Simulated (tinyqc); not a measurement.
Finnis-Sinclair potential for a bcc metal: fit to cohesion and elasticity, then vacancy, surfaces and structure: one step, computed by the program tinyqc.

E = (1/2) sum V(r) - A sqrt(rho), rho = sum phi(r), phi = (r - d)^2 for r < d, V = (r - c)^2 (c0 + c1 r + c2 r^2) for r < c. In bcc the 8 first neighbours lie at sqrt(3) a/2 and the 6 second at a; both cut-offs lie below the third shell; Omega = a^3/2; E is per atom and z the number of atoms in a shell. The four constants A, c0, c1, c2 are fitted to E_c, zero pressure, B and C12 - C44 alone, so C44 and C11 - C12 are not matched singly; defects are unrelaxed.

Task: Unrelaxed vacancy. E_v = -A sum_shells z [sqrt(rho - phi(r)) - sqrt(rho)] - (1/2) sum z V(r): the neighbours lose one bond each, and the atom is put back in the bulk.

Inputs (values chosen for the exercise, modelled on vanadium):
```
quantity             value      unit
lattice constant a    3.04  angstrom
cohesive energy E_c   5.39        eV
density cut-off d/a   1.22         -
pair cut-off c/a     1.244         -
```

c0, c1, c2 (eV/angstrom^2, eV/angstrom^3, eV/angstrom^4): -0.589457  1.284573  -0.355176

A = 2.080476 eV/angstrom

rho = 11.94739 angstrom^2

Give: V at the two shells; phi at the two shells; vacancy energy E_v; E_v/E_c.

Result:

V at the two shells (eV): 0.4366  0.0183

phi at the two shells (angstrom^2): 1.158  0.447

vacancy energy E_v = 1.873 eV

E_v/E_c = 0.3475

A pair potential would give E_v = E_c; the square root lowers the ratio to 0.35.
